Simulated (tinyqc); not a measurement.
# Tunnelling through a gate dielectric with the two-band (Franz) dispersion, WKB transmission and Tsu-Esaki current: several studies

Electrons leave the emitter at x = 0. Energies E (motion across the layers) are in eV from the emitter Fermi level; the collector Fermi level lies at -V and offers states at every E. No charge in the dielectric and no image force: F1 = V/t1, U = phi1 - F1 x. With C = hbar^2/(2 m0), kappa = sqrt(m u (1 - u/Egx)/C), u = U - E where U > E and 0 elsewhere; T(E) = exp(-S), S = 2 times the integral of kappa over x.

Inputs (values chosen for the exercise); dielectric values close to those of zirconium oxide: temperature T = 200 K; Fermi energy of the emitter above its band bottom Ef = 0.38 eV; emitter mass in the supply function me = 1 m0; barrier of layer 1 above the emitter Fermi level at zero bias phi1 = 1.38 eV; tunnelling mass of layer 1 m1 = 0.26 m0; thickness of layer 1 t1 = 4.8 nm; gap parameter of the two-band dispersion, set freely Egx = 6.6 eV; voltage across the dielectric V = 1.6 V.

Constants: q = 1.602176634e-19 C, kB = 1.380649e-23 J/K, hbar = 1.054571817e-34 J s, m0 = 9.1093837015e-31 kg, Vt = kB T/q, hbar^2/(2 m0) = 0.0380998212 eV nm^2. Results are converted to the units shown.

Each table varies one quantity; the others keep the values above.

## Effect of the thickness t1 at fixed voltage

Each layer adds (2/F) sqrt(m/C) [G(u at its left edge) - G(u at its right edge)] to S, with u = U - E (0 where negative) and G(u) = Egx^1.5 (th - sin(4 th)/4)/4, th = arcsin sqrt(u/Egx). J = J0 times the integral of T(E) N(E) dE, N = ln[(1 + exp(-E/Vt))/(1 + exp((-E - V)/Vt))], J0 = q^2 me m0 kB T/(2 pi^2 hbar^3) (times 1e-4 for A/cm^2 per eV), from E = -Ef to far above the barrier (T = 1 there), by quadrature converged to the digits shown.

Results:
```
t1 (nm)	S at E = 0	T(E = 0)	J (A/cm^2)	mean E of the current (eV)
2.9	9.566	7.006e-5	1.080e4	-0.1576
3.56	11.74	7.942e-6	878.1	-0.1360
4.21	13.89	9.305e-7	77.62	-0.1165
4.87	16.06	1.055e-7	6.889	-0.09896
5.53	18.24	1.196e-8	0.6347	-0.08356
6.19	20.42	1.356e-9	0.06040	-0.07013
7.5	24.74	1.801e-11	6.151e-4	-0.04793
```

Estimate the missing row, t1 = 6.84 nm.

Computed row:
```
t1 (nm)	S at E = 0	T(E = 0)	J (A/cm^2)	mean E of the current (eV)
6.84	22.56	1.588e-10	0.006126	-0.05850
```

With this row back in the table: J falls from 10800 to 6.15e-4 A/cm^2: 1.65 decades a nanometre between the first two rows and 1.51 between the last two. The exponent S alone gives dS/dt/ln 10 = 1.43 and 1.43.

## Effect of the barrier height

Same model as above.

Effect of the barrier height:
```
phi1 (eV)	S at E = 0	T(E = 0)	J (A/cm^2)	mean E of the current (eV)
0.7	5.921	0.002682	2.653e5	-0.1235
0.83	7.596	5.023e-4	4.472e4	-0.1169
0.96	9.388	8.373e-5	6817	-0.1112
1.09	11.28	1.258e-5	948.7	-0.1063
1.21	13.12	2.013e-6	142.8	-0.1022
1.34	15.18	2.549e-7	17.17	-0.09980
1.47	17.32	2.992e-8	2.072	-0.1094
1.6	19.54	3.278e-9	0.3250	-0.1364
```

What does the comparison show?

J falls from 2.65e5 to 0.325 A/cm^2, on average 6.57 decades for each eV, while S rises from 5.92 to 19.5. In 1 of the 8 rows S is below 6, where a WKB prefactor of 1 is a rough guess.

## Current against voltage

Same model as above.

Current against voltage:
```
V (V)	S at E = 0	T(E = 0)	J (A/cm^2)	mean E of the current (eV)
0.2	25.46	8.738e-12	0.001966	-0.1722
0.55	23.96	3.915e-11	0.008287	-0.1785
0.9	22.11	2.504e-10	0.04117	-0.1643
1.25	19.64	2.942e-9	0.3306	-0.1421
1.6	15.83	1.329e-7	8.891	-0.1007
1.95	12.99	2.279e-6	207.7	-0.1196
2.3	11.01	1.646e-5	1963	-0.1375
2.65	9.560	7.049e-5	1.051e4	-0.1518
3	8.445	2.150e-4	3.865e4	-0.1633
```

J rises from 0.00197 to 38600 A/cm^2, by 1.79 decades a volt between the first two rows and 1.62 between the last two. From V = 1.6 V on (among the rows) a band edge falls below the emitter Fermi level, so electrons at E = 0 no longer cross the full thickness.

Computed by the program tinyqc: `OMP_NUM_THREADS=1 python tinyqc.py 2540118 2540119 out.jsonl`, one thread of a shared Intel Xeon 2.30GHz, about 0.06 s for the whole run.
